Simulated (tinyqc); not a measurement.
Hydrogen passivation of interface dangling bonds: competing passivation and dissociation with distributed barriers: one step, computed by the program tinyqc. Command: `OMP_NUM_THREADS=1 python tinyqc.py 3030861 3030862 out.jsonl passiv walk`. One thread of a shared host (Intel(R) Xeon(R) Processor @ 2.30GHz), about 0.01 s of CPU time with the checks.

P_b + H2 gives P_bH + H at the rate k_f [H2]; P_bH gives P_b + H at the rate k_d. All defects start unpassivated. E_f and E_d are Gaussian and independent.

Task: Distributed barriers. [H2] = solubility factor x p; a = k_f0 [H2] exp(-E_f/(k_B T)), d = k_d0 exp(-E_d/(k_B T)). For one pair of barriers the active share is y = [d + a exp(-(a + d) t)]/(a + d). Temperatures in kelvin are T(C) + 273.15. Average y over both Gaussians with 40 x 40 Gauss-Hermite points. Active density N0 y; threshold shift if each active defect holds one charge, e N0 y t_ox/(3.9 eps_0).

Inputs (values chosen for the exercise, close to those used for P_b centres at the silicon-oxide interface): defect density N0 = 4.3e+12 1/cm^2; passivation prefactor k_f0 = 2.9e-07 cm^3/s; mean passivation barrier E_f = 1.57 eV; spread sigma_f = 0.059 eV; dissociation prefactor k_d0 = 1.1e+12 1/s; mean dissociation barrier E_d = 2.63 eV; spread sigma_d = 0.049 eV; H2 in the oxide per atm, solubility factor = 3.8e+17 1/(cm^3 atm); hydrogen pressure p = 0.05 atm; anneal temperature T = 225 C; anneal time t = 1800 s; oxide thickness = 4.3 nm.

Constants: k_B = 8.617333262e-05 eV/K; e = 1.602176634e-19 C; eps_0 = 8.8541878128e-12 F/m.

Give: active share y; active density; threshold shift.

Result:

active share y = 0.9967

active density = 4.286e+12 1/cm^2

threshold shift = 855.1 mV
